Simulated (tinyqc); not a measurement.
## Input admittance of a MOSFET at zero drain bias: distributed channel and distributed gate: dividing a fixed width into fingers

Source and drain grounded, strong inversion, w = 2 pi f, Cox = eps0 eox/tox. The channel is an RC line of resistance 1/(mu Cox Vo) per square fed from both ends, so one finger has the intrinsic admittance y = i w Cox L tanh(g)/g per width, g = (1/2) sqrt(i w tau), tau = L^2/(mu Vo). The vertical resistance rv/L is in series with y, the overlaps 2 i w Cov in parallel: y_t = 1/(1/y + rv/L) + 2 i w Cov. The gate strip is a line of Rsh/L per length loaded by y_t, so a finger has Y = y_t Wf tanh(k)/k, k = (Wf/sd) sqrt(y_t Rsh/L); the device has Nf Y.

Low-frequency limits, with c = Cox L and ct = c + 2 Cov: R_strip = Rsh Wf/(3 sd^2 L Nf), R_ch = (c/ct)^2 L/(12 mu Cox Vo Wf Nf), R_vert = (c/ct)^2 rv/(L Wf Nf), C = ct Wf Nf. Total width Wf Nf = 6.8 um; each finger also has a contact resistance Rc at each contacted end, which adds Rc/(sd Nf). The resistances are low-frequency limits, good while |k| is below about 1; the far-point signal is |1/cosh k| at f, without Rc.

Inputs (values chosen for the exercise); values of the order met in silicon radio-frequency transistors: relative permittivity of the gate insulator (close to zirconium oxide) eox = 24.9; insulator thickness tox = 6.3 nm; channel length L = 1.8 um; channel mobility mu = 250 cm^2/(V s); gate overdrive Vo = 0.22 V; sheet resistance of the gate Rsh = 8 ohm/square; vertical resistivity of the gate stack rv = 0 ohm um^2; number of ends at which a finger is contacted sd = 2; overlap and fringe capacitance on each side Cov = 0.18 fF/um; frequency f = 0.35 GHz.

Constants: eps0 = 8.8541878128e-14 F/cm where lengths are in cm. Results are converted to the units shown.

The same in every row: R_ch + R_vert (ohm) = 113.3.

Dividing a fixed width into fingers:

| Nf | Wf (um) | R_strip (ohm) | Rc/(sd Nf) for Rc = 30 ohm (ohm) | sum (ohm) | signal at the far point |
|---|---|---|---|---|---|
| 1 | 6.800 | 2.519 | 15.00 | 130.8 | 0.9996 |
| 2 | 3.400 | 0.6296 | 7.500 | 121.4 | 0.9999 |
| 4 | 1.700 | 0.1574 | 3.750 | 117.2 | 1.000 |
| 8 | 0.8500 | 0.03935 | 1.875 | 115.2 | 1.000 |
| 16 | 0.4250 | 0.009838 | 0.9375 | 114.3 | 1.000 |
| 32 | 0.2125 | 0.002459 | 0.4688 | 113.8 | 1.000 |
| 64 | 0.1062 | 6.149e-4 | 0.2344 | 113.5 | 1.000 |
| 128 | 0.05312 | 1.537e-4 | 0.1172 | 113.4 | 1.000 |

R_strip falls as 1/Nf^2, from 2.52 to 1.54e-4 ohm, the contact term as 1/Nf, and R_ch + R_vert stays at 113 ohm since the total width is fixed. The sum is within a factor 1.5 of that floor from Nf = 1 on. More fingers add wiring capacitance, which is left out.

tinyqc, about 0.01 s, one thread, Intel Xeon 2.30GHz (shared host): `OMP_NUM_THREADS=1 python tinyqc.py 2262106 2262107 out.jsonl`
